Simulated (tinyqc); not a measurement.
Free and trapped electrons in a MOS channel with a dense trap tail: one step of the calculation.

p-type body, charge-sheet picture, full ionisation (an idealisation for deep acceptors), Boltzmann statistics for free electrons. e = Ec - EF at the surface. Acceptor-like traps of density D(E) = D0 + De exp(-E/Ew) at depth E below Ec, from 0 to Eu, hold n_t = integral of D(E)/(1 + exp((e - E)/Vt)). psi = Eg - Vt ln(Nv/Na) - e; N_dep = sqrt(2 eps0 eps_r Na (psi - Vt)/q); n_f = sqrt(N_dep^2 + 2 eps0 eps_r Vt Nc exp(-e/Vt)/q) - N_dep; Vg = Vfb + psi + q (N_dep + n_t + n_f)/Cox, Cox = eps0 eox/tox.

Question. Charges and gate voltage. psi, N_dep, n_f and Vg as defined, with the n_t given; free share n_f/(n_f + n_t); apparent mobility mf n_f/(n_f + n_t); gate voltage spent on traps q n_t/Cox.

Values chosen for this exercise; band and dielectric values close to those of gallium nitride:
- T = 400 K (temperature)
- Eg = 3.43 eV (band gap)
- eps_r = 9.57 (relative permittivity)
- Nc = 3.48e18 cm^-3 (conduction-band density of states at T)
- Nv = 7.02e19 cm^-3 (valence-band density of states at T)
- eox = 3.9 (relative permittivity of the insulator)
- tox = 38 nm (insulator thickness)
- Na = 9.8e16 cm^-3 (acceptor density)
- Vfb = -2.95 V (flat-band voltage without trapped charge)
- mf = 240 cm^2/(V s) (mobility of free electrons)
- e = 0.056 eV (Ec - EF at the surface)

Constants: q = 1.602176634e-19 C, kB = 1.380649e-23 J/K, Vt = kB T/q, eps0 = 8.8541878128e-14 F/cm where lengths are in cm. Results are converted to the units shown.

n_t = 3.9653425e11 cm^-2

Find: psi; N_dep; n_f; Vg; free share; apparent mobility; gate voltage spent on traps.

Answer.

psi = 3.1474 V
N_dep = 1.7963e12 cm^-2
n_f = 6.8270e10 cm^-2
Vg = 4.1840 V
free share = 14.688 %
apparent mobility = 35.251 cm^2/(V s)
gate voltage spent on traps = 0.69914 V

Computed by the program tinyqc: `OMP_NUM_THREADS=1 python tinyqc.py 2222195 2222196 out.jsonl`, one thread of a shared Intel Xeon 2.30GHz, about 0.02 s for the whole run.
